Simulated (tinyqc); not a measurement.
Convergence with the size of the ring: vibrations of a mass or spring defect in a linear chain. Computed by tinyqc, a small Python program. Command: `OMP_NUM_THREADS=1 python tinyqc.py 3022654 3022655 out.jsonl localmode walk`. One thread of a shared host (Intel(R) Xeon(R) Processor @ 2.30GHz), about 0.01 s of CPU time with the checks.

A ring of N atoms with nearest-neighbour springs k and motion along the chain. Atom 1 is the defect, of mass M', and its two springs are k'. All other atoms have the mass M.

Inputs (values chosen for the exercise, for a model chain):
```
quantity                         value           unit
spring constant k                  2.8  eV/angstrom^2
host mass M                       13.5              u
defect mass M'                     2.2              u
spring ratio k'/k at the defect      1              -
```

Host: monatomic.

Constants: nu for 1 eV/(angstrom^2 u) = 15.6333042 THz.

Method:
- Host band: lambda from 0 to 4k/M.
- nu = 15.6333042 THz x sqrt(lambda), lambda in eV/(angstrom^2 u).
- D_ii = (sum of the two springs at i)/M_i, D_ij = -k_ij/sqrt(M_i M_j) for neighbours, closed into a ring.
- The same matrix for 120 atoms; amplitudes are the mass-weighted eigenvector, in size, relative to the defect, for the highest mode; its weight is the squared component of the normalised eigenvector on the defect.

band edges (THz): 0.0000  14.2394

ratio to the top of the host band = 1.82766

highest frequency, long ring = 26.0249 THz

weight of the highest mode on the defect = 0.911290

Highest mode:
```
N    frequency (THz)  weight on the defect  modes outside the bands
4             26.032               0.90953                        1
6             26.025               0.91127                        1
8             26.025               0.91129                        1
12            26.025               0.91129                        1
20            26.025               0.91129                        1
40            26.025               0.91129                        1
80            26.025               0.91129                        1
120           26.025               0.91129                        1
```

What does the comparison show, and why?

The local mode is within 0.01 % of its final value from N = 6 on, and its weight on the defect settles at 0.911: a bound mode needs only a cell larger than its decay length.

Extremes, crossings and ranges named in words are read from the listed rows.
